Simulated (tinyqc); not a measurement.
Raman shift of the zone-centre optical phonon of a diamond-structure crystal under stress: one step, computed by the program tinyqc. Command: `OMP_NUM_THREADS=1 python tinyqc.py 3014109 3014110 out.jsonl ramanstress walk`. One thread of a shared host (Intel(R) Xeon(R) Processor @ 2.30GHz), about 0.01 s of CPU time with the checks.

Axes x, y, z are the cube axes. Strain shifts the threefold optical mode and can split it; p, q and r are the phonon deformation potentials.

Question. Compliances. S11 = (C11 + C12)/D, S12 = -C12/D, D = (C11 - C12)(C11 + 2 C12), S44 = 1/C44.

Inputs (values chosen for the exercise, for a model crystal): C11 = 224 GPa; C12 = 82.3 GPa; C44 = 106 GPa.

Stress state: uniaxial. Axis: [110].

Give: S11; S12; S44.

Answer.

S11 = 5.563 1/TPa

S12 = -1.495 1/TPa

S44 = 9.434 1/TPa
